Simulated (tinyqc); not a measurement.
Raising U: Hubbard chain of 4 sites, mean field against exact. Computed by the program tinyqc. Command: `OMP_NUM_THREADS=1 python tinyqc.py 112868 112869 out.jsonl`; one thread of a shared host (Intel(R) Xeon(R) Processor @ 2.60GHz), about 5 s.

one-body matrix (hopping and site energies) (eV):
```
,1,2,3,4
1,0.0000,-0.7500,0.0000,0.0000
2,-0.7500,0.0000,-0.7500,0.0000
3,0.0000,-0.7500,0.0000,-0.7500
4,0.0000,0.0000,-0.7500,0.0000
```

electrons, up and down: 2  2

Collinear unrestricted mean field (the lowest of 40 random starts) against exact diagonalisation.

Exact and mean-field results (eV):
```
U,U/t,E exact,E mean field,mean |n_up - n_down|,"double occupancy, exact",first gap in the sector
0.3800,0.5067,-2.994084,-2.974102,0.0000,0.2238,0.8217
0.7500,1.0000,-2.681524,-2.604102,0.0000,0.1988,0.7340
1.5000,2.0000,-2.156957,-1.872778,0.3935,0.1521,0.5916
2.2500,3.0000,-1.760570,-1.381494,0.6966,0.1138,0.4852
3.0000,4.0000,-1.464859,-1.075741,0.8199,0.0849,0.4052
4.5000,6.0000,-1.073952,-0.735751,0.9177,0.0494,0.2982
6.0000,8.0000,-0.837879,-0.556552,0.9534,0.0312,0.2330
9.0000,12.0000,-0.576051,-0.373252,0.9792,0.0152,0.1603
15.0000,20.0000,-0.351465,-0.224624,0.9925,0.0057,0.0979
```

In absolute terms mean field is worst at U/t = 4.0, 0.389 eV too high: at small U it is nearly exact, and at large U it misses only exchange-scale energies. Its local moments set in at U/t = 2.0 of those listed, a broken symmetry that the exact state of a finite cluster with equal spins does not have. Relative to the exact energy its error is 0.7 % at the smallest U, 36 % at most and 36 % at the largest. The double occupancy falls from 0.224 to 0.006; at the largest U the first gap is 0.65 times the exchange scale 4t^2/U.
